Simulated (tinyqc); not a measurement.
Worked calculation: exchange-split free-electron bands and tunnelling magnetoresistance. Values are carried at full precision from step to step, so a last printed digit may differ when a step is redone from the rounded ones.

Majority and minority bands E = c k^2/m -/+ Dx/2, c = hbar^2/2m0, so k_up = sqrt(m (EF + Dx/2)/c), k_dn = sqrt(m (EF - Dx/2)/c); n_s = k_s^3/(6 pi^2), D_s = m k_s/(4 pi^2 c).

Constants: hbar^2/2m0 = 3.80998211 eV angstrom^2.

Values chosen for the exercise:
- EF = 4.16 eV (Fermi energy above the mean band bottom)
- Dx = 4.68 eV (exchange splitting)
- m = 0.9 m0 (mass in the electrodes)
- mb = 0.94 m0 (mass in the barrier)
- phi = 2.95 eV (barrier height above EF)
- d = 14.3 angstrom (barrier thickness)

## The two Fermi spheres

Give k_s, n_s, D_s, the moment per electron (n_up - n_dn)/n and three polarisations: of D, of D v and of D v^2 (v proportional to k).

k_up, k_dn (1/angstrom): 1.2391  0.6557

n_up, n_dn (1/angstrom^3): 0.03213  0.00476

D_up, D_dn (1/(eV angstrom^3)): 0.00741  0.00392

moment per electron = 0.7419 muB

polarisations: D 0.3079, D v 0.5625, D v^2 0.7419

The three numbers differ although they describe one band structure: each probe (density of states, ballistic current, diffusive current) weights the velocity differently.

## Transmissions

Barrier: kappa = sqrt(mb phi/c), c = hbar^2/2m0. With a = k1/m, b = k2/m, w = kappa/mb, the transmission at normal incidence is T(k1, k2) = 4 a b w^2/[w^2 (a + b)^2 + (w^2 + a^2)(w^2 + b^2) sinh^2(kappa d)]. Parallel: G_P = T(up, up) + T(dn, dn); antiparallel: G_AP = 2 T(up, dn); TMR = (G_P - G_AP)/G_AP. Julliere: TMR = 2 P^2/(1 - P^2). Slonczewski factor: P_eff = P_k (w^2 - a_up a_dn)/(w^2 + a_up a_dn), P_k = (k_up - k_dn)/(k_up + k_dn).

Evaluate kappa and the three T.

kappa = 0.8531 1/angstrom
kappa d = 12.200

T: up-up 8.554e-11, dn-dn 9.654e-11, up-dn 9.088e-11

The minority channel transmits more, by a factor 1.13; the common factor exp(-2 kappa d) is 2.53e-11.

## Magnetoresistance

From the T, and from the Julliere formula with P_k and with P_eff.

TMR from T = 0.18 %
P_k = 0.3079
P_eff = -0.0302
Julliere with P_k = 20.95 %
Julliere with P_eff = 0.18 %

The interface factor is -0.098: it reverses the sign of the tunnelling polarisation. The plain Julliere value lies 20.8 points above the result and the one with P_eff 0.00 points from it. Symmetry filtering in crystalline barriers, which gives far larger values, is outside this model.

## Checks

- TMR of a thick barrier against the Julliere formula with P_eff: both 0.001830.

Computed by tinyqc, a small Python program: `OMP_NUM_THREADS=1 python tinyqc.py 1651754 1651755 out.jsonl` (the numbers bound the seed that draws the inputs); one thread of a shared host (Intel(R) Xeon(R) Processor @ 2.30GHz), about 0.01 s for the whole set of steps.
